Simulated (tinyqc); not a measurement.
Wafer bonding and layer transfer: bond energy, gap closing, particles, bonding of dissimilar wafers and hydrogen blisters: one step, computed by the program tinyqc.

gamma is the energy per area of each of the two surfaces; plates are isotropic.

Problem. Void around a particle. E' = E1/(1 - nu^2), equal wafers assumed. Void radius in the plate regime: R_v = [(2/3) E' t1^3/gamma]^(1/4) h^(1/2). Below h_crit = 5 sqrt(t1 gamma/E') the wafers deform locally and R_v is of the order of h (taken as h).

Inputs (values chosen for the exercise, with wafer 1 close to silicon):

| quantity | value | unit |
|---|---|---|
| Young's modulus E1 | 151 | GPa |
| Poisson ratio nu | 0.26 | - |
| thickness t1 | 300 | micrometre |
| particle radius h | 0.78 | micrometre |

bond energy gamma = 0.5537810 J/m^2

Give: critical particle radius; void radius.

Solution.

critical particle radius = 0.1601 micrometre

void radius = 1338 micrometre

The void is 1700 times the particle.
